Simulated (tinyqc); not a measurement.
# Lossy interposer transmission line with skin effect: line properties against frequency

A uniform line in a homogeneous dielectric: c = sqrt(er)/(c0 Z0), l = Z0 sqrt(er)/c0 (c0 = 299792458 m/s), g = w c td, w = 2 pi f. The resistance joins its limits as r = sqrt(r_dc^2 + r_hf^2), with r_dc = rho/(wd th), r_hf = kr rho/(2 delta (wd + th)), delta = sqrt(rho/(pi f mu0)), mu0 = 4 pi 1e-7 H/m; this is an interpolation, and internal inductance, up to 0.05 nH/mm at low frequency, is neglected.

gamma = sqrt((r + i w l)(g + i w c)) = alpha + i beta, Zc = sqrt((r + i w l)/(g + i w c)), roots with positive real part; loss 8.685889638 alpha in dB; phase velocity w/beta. ZL = 1/(1/RL + i w CL); reflection (ZL - Zc)/(ZL + Zc); Zin = Zc (ZL + Zc tanh(gamma len))/(Zc + ZL tanh(gamma len)); H = V_load/V_source = [Zin/(Zin + Rg)]/[cosh(gamma len) + (Zc/ZL) sinh(gamma len)].

Parameters, values chosen for the exercise: width of the strip wd = 3.8 um; thickness of the strip th = 1.5 um; resistivity rho = 1.8 uohm cm; relative permittivity er = 4.2; loss tangent td = 0.02; lossless impedance sqrt(l/c) Z0 = 40 ohm; factor for crowding and the return path kr = 2; length len = 14 mm; source resistance Rg = 100 ohm; load resistance RL = 100 ohm; load capacitance CL = 100 fF.

Results:

| f (GHz) | r (ohm/mm) | r/(w l) | loss (dB/mm) | \|Zc\| (ohm) | phase velocity over c0 | length in wavelengths | \|H\| (dB) |
|---|---|---|---|---|---|---|---|
| 0.01 | 3.162 | 184.0 | 0.03605 | 542.6 | 0.05124 | 0.009114 | -7.759 |
| 0.03 | 3.170 | 61.50 | 0.06219 | 313.7 | 0.08814 | 0.01589 | -7.768 |
| 0.09 | 3.194 | 20.65 | 0.1064 | 181.9 | 0.1496 | 0.02809 | -7.807 |
| 0.3 | 3.276 | 6.356 | 0.1867 | 101.4 | 0.2553 | 0.05488 | -8.068 |
| 0.8 | 3.464 | 2.520 | 0.2801 | 65.85 | 0.3606 | 0.1036 | -9.262 |
| 2 | 3.877 | 1.128 | 0.3843 | 49.11 | 0.4377 | 0.2134 | -12.36 |
| 7 | 5.261 | 0.4375 | 0.5853 | 41.79 | 0.4781 | 0.6837 | -16.13 |
| 60 | 12.72 | 0.1234 | 1.603 | 40.15 | 0.4873 | 5.750 | -33.71 |

Estimate the missing row, f = 20 GHz.

Computed row:

| f (GHz) | r (ohm/mm) | r/(w l) | loss (dB/mm) | \|Zc\| (ohm) | phase velocity over c0 | length in wavelengths | \|H\| (dB) |
|---|---|---|---|---|---|---|---|
| 20 | 7.783 | 0.2265 | 0.9148 | 40.50 | 0.4854 | 1.924 | -21.17 |

With this row back in the table: r equals w l at 2.32 GHz: below it |Zc| and the delay grow as in an RC line, above it |Zc| tends to Z0 = 40 ohm and the velocity to 1/sqrt(er) = 0.488 c0. The loss goes as f^(0.50) between the first two rows and f^(0.51) between the last two. |H| is -7.76 dB in the first row and -33.7 dB in the last; between rows it can pass through resonances that the table doesn't show.

tinyqc, about 0.01 s, one thread, Intel Xeon 2.30GHz (shared host): `OMP_NUM_THREADS=1 python tinyqc.py 2810183 2810184 out.jsonl`
